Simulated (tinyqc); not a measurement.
Inside a calculation. Model: superjunction drift layer against a plain one, charge balance.

tinyqc, about 0.01 s, one thread, Intel Xeon 2.30GHz (shared host): `OMP_NUM_THREADS=1 python tinyqc.py 2590056 2590057 out.jsonl` Printed values are rounded.

Alternating n and p pillars of equal width wp, doping N and length Lp. When depleted, the lateral field peaks at Ex = q N wp/(2 eps0 eps_r) at the pillar junctions and a uniform vertical field Ey is added; breakdown is taken where Ex^2 + Ey^2 = Ef^2. Only the n pillars conduct, narrowed by the zero-bias depletion. A first-order model: the field peaks at the pillar ends are left out.

Parameters, values chosen for the exercise; values close to those of silicon:
- eps_r = 11.9 (relative permittivity of the semiconductor)
- E16 = 0.385 MV/cm (critical field at a doping of 1e16 cm^-3)
- mx = 1390 cm^2/(V s) (mobility at low doping)
- mi = 93.2 cm^2/(V s) (mobility at high doping)
- Nr = 1.3e17 cm^-3 (reference doping of the mobility)
- BV = 320 V (wanted breakdown voltage)
- wp = 2 um (width of each pillar)
- Ef = 0.29 MV/cm (critical field inside the pillars)
- a = 0.7 (lateral peak field as a share of Ef)
- Vb = 0.8 V (built-in voltage of the pillar junctions)
- dl = 7.9 % (charge imbalance (Nn - Np)/N)

Constants: q = 1.602176634e-19 C, eps0 = 8.8541878128e-14 F/cm where lengths are in cm. Results are converted to the units shown.

## Iteration 1: doping of the plain drift layer

N at the start = 1e15 cm^-3

Ec(N) = E16 (N/1e16 cm^-3)^(1/8); N(new) = eps0 eps_r Ec(N)^2/(2 q BV).

Ec = 0.288709 MV/cm
N after iteration 1 = 8.56499e14 cm^-3

## Iteration 2: doping of the plain drift layer

As before.

Ec = 0.283173 MV/cm
N after iteration 2 = 8.23964e14 cm^-3

## Course of the iteration: doping of the plain drift layer

Stop when N changes by less than 1e8 cm^-3, or after 40 iterations.

Course of the iteration:

| iteration | N (cm^-3) | \|change\| (cm^-3) |
|---|---|---|
| 1 | 8.56499e14 | 1.44e14 |
| 2 | 8.23964e14 | 3.25e13 |
| 3 | 8.16026e14 | 7.94e12 |
| 4 | 8.14053e14 | 1.97e12 |
| 5 | 8.13561e14 | 4.92e11 |
| 6 | 8.13438e14 | 1.23e11 |
| 7 | 8.13407e14 | 3.08e10 |
| 8 | 8.13399e14 | 7.69e9 |
| 9 | 8.13397e14 | 1.92e9 |
| 10 | 8.13397e14 | 4.81e8 |
| 11 | 8.13397e14 | 1.20e8 |
| 12 | 8.13397e14 | 3.00e7 |

Converged in 12 iterations. At the end each change is about 0.25 times the one before: linear convergence.

## Thickness and resistance of the plain layer

N of the plain layer = 8.13397e14 cm^-3

Ec(N) = E16 (N/1e16 cm^-3)^(1/8), mu(N) = mi + (mx - mi)/(1 + (N/Nr)^0.9). W = 2 BV/Ec, Rsp = W/(q mu N).

mu = 1376.66 cm^2/(V s)
W = 22.7474 um
Rsp = 12.6792 mohm cm^2

## Design of the pillars

Ex = a Ef gives N = 2 eps0 eps_r a Ef/(q wp); Ey = Ef sqrt(1 - a^2); Lp = BV/Ey; xd = sqrt(eps0 eps_r Vb/(q N)) on each side; Rsp = 2 Lp/(q mu(N) N (1 - 2 xd/wp)). mu(N) = mi + (mx - mi)/(1 + (N/Nr)^0.9).

N = 1.33500e16 cm^-3
Ey = 0.207101 MV/cm
Lp = 15.4514 um
xd = 0.198517 um
Rsp = 1.45154 mohm cm^2

The pillars have an aspect ratio of 7.73. Their doping is 16.4 times, and their Rsp 0.114 times, that of the plain layer.

## Loss of breakdown voltage by imbalance

An imbalance dl leaves the mean net doping |dl| N/2, which tilts the vertical field by s = q |dl| N/(2 eps0 eps_r): BV(dl) = Ey Lp - s Lp^2/2, or Ey^2/(2 s) if the field reaches zero inside the pillar.

tilt s = 8.01850 kV/(cm um)
BV(dl) = 224.281 V
loss = 29.9121 %
